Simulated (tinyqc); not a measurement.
Graded (staircase) quantum well by finite differences: one step. Lowest levels on the coarse grid. Two cases, with inputs chosen for the exercise.

Question. Diagonalise the symmetric tridiagonal matrix; give the three lowest levels and the weights u_i^2 (sum 1) of the two lowest.

Case 1.

diagonal H_ii (eV): [0.272977, 0.275837, 0.278697, 0.285838, 0.215088, 0.179864, 0.170532, 0.185584, 0.226528, 0.302998, 0.301577, 0.304437, 0.307297]

H_(i,i+1) (eV): [-0.068068, -0.068068, -0.068068, -0.072350, -0.080458, -0.085266, -0.085266, -0.080458, -0.072350, -0.068068, -0.068068, -0.068068]

Case 2.

diagonal H_ii (eV): [0.366872, 0.373472, 0.381676, 0.293551, 0.245206, 0.233189, 0.258406, 0.319951, 0.421276, 0.426272, 0.432872]

H_(i,i+1) (eV): [-0.110936, -0.110936, -0.112540, -0.115211, -0.116595, -0.116595, -0.115211, -0.112540, -0.110936, -0.110936]

Give: levels; weights on the points.

Answer.

Case 1.

levels (eV): [0.0353, 0.1047, 0.1569]

weights on the points:
```
             1      2      3      4      5      6      7      8      9     10     11     12
level 1  0.000  0.000  0.001  0.007  0.069  0.262  0.385  0.222  0.050  0.004  0.000  0.000
level 2  0.000  0.003  0.013  0.056  0.236  0.206  0.003  0.249  0.193  0.035  0.005  0.001

            13
level 1  0.000
level 2  0.000
```

Case 2.

levels (eV): [0.0456, 0.1330, 0.1987]

weights on the points:
```
             1      2      3      4      5      6      7      8      9     10     11
level 1  0.000  0.002  0.013  0.087  0.275  0.367  0.203  0.048  0.005  0.001  0.000
level 2  0.007  0.032  0.092  0.244  0.154  0.012  0.237  0.175  0.039  0.007  0.001
```

Computed by tinyqc, one run a case: `OMP_NUM_THREADS=1 python tinyqc.py N N+1 out.jsonl` with N = 1250681, 1250827; one thread of a shared Intel(R) Xeon(R) Processor @ 2.30GHz, about 0.01 s a run at most.
